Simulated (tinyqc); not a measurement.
Reduced Fermi level from a carrier density: charge neutrality of a doped semiconductor with incomplete ionisation. Computed by tinyqc, a small Python program. Command: `OMP_NUM_THREADS=1 python tinyqc.py 3012494 3012495 out.jsonl dopant walk`. One thread of a shared host (Intel(R) Xeon(R) Processor @ 2.30GHz), about 0.02 s of CPU time with the checks.

Energies are counted from the top of the valence band; E_D is measured down from the conduction band and E_A up from the valence band.

Inputs (values chosen for the exercise, modelled on GaSb):
```
quantity              value  unit
gap at 0 K E_g0       0.798    eV
Varshni alpha      0.000417  eV/K
Varshni beta            136     K
electron mass m_e    0.0392   m_0
valleys M_c               1     -
hole mass m_h         0.395   m_0
temperature T           300     K
```

Doping: n-type. Statistics of the bands: Fermi-Dirac.

ratios u of density to N: 0.0052  0.019  0.069  0.25  0.92  3.4  12

Constants: m_0 = 9.1093837015e-31 kg; k_B = 1.380649e-23 J/K; h = 6.62607015e-34 J s; k_B = 8.617333262e-05 eV/K.

Method:
- E_g = E_g0 - alpha T^2/(T + beta).
- N_c = 2 M_c (2 pi m_e k_B T/h^2)^(3/2) and N_v = 2 (2 pi m_h k_B T/h^2)^(3/2), masses in units of m_0.
- n_i = sqrt(N_c N_v) exp(-E_g/(2 k_B T)); E_i = E_g/2 + (k_B T/2) ln(N_v/N_c).
- F_1/2(eta) = (2/sqrt(pi)) int_0^infinity sqrt(x)/(1 + exp(x - eta)) dx, by the trapezoid rule in t = sqrt(x) with step 0.02 up to t = 12 (for eta < -12 by exp(eta) - exp(2 eta)/2^(3/2)).
- For u = density/N of the majority band, eta solves F_1/2(eta) = u (bisection). Boltzmann: ln u. Joyce-Dixon: ln u + u/sqrt(8) - 4.95009e-3 u^2 + 1.48386e-4 u^3 - 4.42563e-6 u^4. Degenerate limit: (3 sqrt(pi) u/4)^(2/3). The last column is (eta - ln u) k_B T.

N_c = 1.94761e+17 cm^-3

k_B T = 0.0258520 eV

Eta by four rules:
```
u       density (cm^-3)    exact  Boltzmann  Joyce-Dixon  degenerate  Boltzmann error (meV)
0.0052       1.0128e+15  -5.2573    -5.2591      -5.2573      0.0363             4.7525e-02
0.019        3.7005e+15  -3.9566    -3.9633      -3.9566      0.0861             1.7362e-01
0.069        1.3438e+16  -2.6493    -2.6736      -2.6493      0.2034             6.3006e-01
0.25         4.8690e+16  -1.2982    -1.3863      -1.2982      0.4798             2.2771e+00
0.92         1.7918e+17   0.2378    -0.0834       0.2378      1.1436             8.3035e+00
3.4          6.6219e+17   2.3739     1.2238       2.3739      2.7337             2.9734e+01
12           2.3371e+18   6.2011     2.4849       6.1794      6.3369             9.6072e+01
```

What follows from these numbers?

Boltzmann statistics place E_F within 1 meV of the exact value up to u = 0.0690 of those listed and miss by 96.1 meV at u = 12. Joyce-Dixon stays within 0.01 in eta up to u = 3.40; the degenerate limit is still 2.2 % high at the last u. A parabolic band is assumed throughout.
